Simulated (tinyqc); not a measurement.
Inside a calculation. Model: long-channel MOSFET, surface-potential model.

tinyqc, about 0.05 s, one thread, Intel Xeon 2.30GHz (shared host): `OMP_NUM_THREADS=1 python tinyqc.py 2360122 2360123 out.jsonl` Printed values are rounded.

n-channel transistor on a uniformly doped p-type body, gradual-channel approximation, constant mobility, Boltzmann statistics, full ionisation. Potentials are counted from the neutral body; V is the electron quasi-Fermi potential, Vsb at the source and Vsb + Vds at the drain. Charges are magnitudes per area.

Parameters, values chosen for the exercise; material values close to those of silicon: temperature T = 400 K; band gap Eg = 1.13 eV; relative permittivity of the semiconductor eps_r = 11.8; conduction-band density of states at T Nc = 4.37e19 cm^-3; valence-band density of states at T Nv = 4.02e19 cm^-3; acceptor density of the body Na = 7.6e16 cm^-3; relative permittivity of the gate insulator eox = 7.73; insulator thickness tox = 17 nm; flat-band voltage Vfb = -0.46 V; channel mobility mu = 220 cm^2/(V s); gate width W = 2 um; gate length L = 2 um; source-body reverse bias Vsb = 0 V; gate-source voltage Vgs = 0.63 V; drain-source voltage Vds = 1.2 V.

Constants: q = 1.602176634e-19 C, kB = 1.380649e-23 J/K, Vt = kB T/q, eps0 = 8.8541878128e-14 F/cm where lengths are in cm. Results are converted to the units shown.

## Body potential, insulator capacitance and body factor

ni = sqrt(Nc Nv) exp(-Eg/(2 Vt)), Eg in volts; phiF = Vt ln(Na/ni); Cox = eps0 eox/tox; gamma = sqrt(2 q eps0 eps_r Na)/Cox. VT = Vfb + 2 phiF + gamma sqrt(2 phiF + Vsb), m = 1 + gamma/(2 sqrt(2 phiF + Vsb)).

ni = 3.18909e12 cm^-3
phiF = 0.347408 V
Cox = 0.402605 uF/cm^2
gamma = 0.396199 V^0.5
VT = 0.565070 V
m = 1.23766

## Iteration 1: surface potential at the source by Newton steps

psi at the start (2 phiF + Vsb) = 0.694816 V

With V = Vsb: G = psi - Vt + Vt e, e = exp((psi - 2 phiF - Vsb)/Vt); f = Vgs + Vsb - Vfb - psi - gamma sqrt(G); f' = -1 - gamma (1 + e)/(2 sqrt(G)); psi(new) = psi - f/f'.

G = 0.694816 V
f = 0.0649300 V
f' = -1.47531
psi after iteration 1 = 0.738827 V

## Iteration 2: surface potential at the source by Newton steps

As before.

G = 0.827938 V
f = -0.00933266 V
f' = -1.99826
psi after iteration 2 = 0.734157 V

## Course of the iteration: surface potential at the source by Newton steps

Stop when psi changes by less than 1e-10 V, or after 40 iterations.

Course of the iteration:
```
iteration,psi (V),|change| (V)
1,0.738827,0.0440
2,0.734157,4.67e-3
3,0.734047,1.09e-4
4,0.734047,5.52e-8
5,0.734047,1.41e-14
```

Converged in 5 iterations. At the end the number of correct digits about doubles with each step.

## Charges and current of the charge-sheet model

psi_0 = 0.734047 V
psi_L = 0.753938 V

psi_0 and psi_L solve Vgs + Vsb - Vfb - psi = gamma sqrt(G) at V = Vsb and Vsb + Vds. Qi = Cox gamma [sqrt(G) - sqrt(psi - Vt)], G = psi - Vt + Vt exp((psi - 2 phiF - V)/Vt), at both ends. With U = Vgs + Vsb - Vfb: drift = mu (W/L) Cox [U (psi_L - psi_0) - (psi_L^2 - psi_0^2)/2 - (2/3) gamma ((psi_L - Vt)^1.5 - (psi_0 - Vt)^1.5)]; diffusion = mu (W/L) Vt (Qi0 - QiL).

Qi0 = 9.89158 nC/cm^2
QiL = 1.36857e-14 nC/cm^2
drift current = 0.0216331 uA
diffusion current = 0.0750104 uA
drain current = 0.0966435 uA

Drift carries 22.4 % of the current. The drain end is pinched off: its charge is under 1 % of that at the source.

## Inversion charge along the channel

```
point,V (V)
0,0
1,0.2
2,0.4
3,0.6
4,0.8
5,1
6,1.2
```

The surface potential psi at channel potential V solves Vgs + Vsb - Vfb - psi = gamma sqrt(G), G = psi - Vt + Vt exp((psi - 2 phiF - V)/Vt). Charge sheet: Qi = Cox gamma [sqrt(G) - sqrt(psi - Vt)]. Pao-Sah: Qi = (Cox gamma/2) integral from 3 Vt to psi of exp((u - 2 phiF - V)/Vt)/sqrt(G(u, V)) du.

```
point,psi (V),"Qi, charge sheet (nC/cm^2)","Qi, Pao-Sah (nC/cm^2)"
0,0.734047,9.89158,10.1514
1,0.753829,0.0542352,0.0556414
2,0.753938,1.64368e-4,1.68630e-4
3,0.753938,4.96515e-7,5.09389e-7
4,0.753938,1.49984e-9,1.53872e-9
5,0.753938,4.53059e-12,4.64805e-12
6,0.753938,1.36857e-14,1.40405e-14
```

At the source the charge-sheet charge is 2.6 % below the Pao-Sah one.

## Pao-Sah current by Simpson's rule

I = mu (W/L) integral of Qi dV; Simpson's rule on the 7 points, step Vds/6, weights 1, 4, 2, ..., 4, 1 times step/3.

Pao-Sah current = 0.152157 uA

Gauss-Legendre quadrature on many points gives 0.1000 uA, so this value is 52 % above it; the charge-sheet current, 0.09664 uA, is 3.4 % below it.
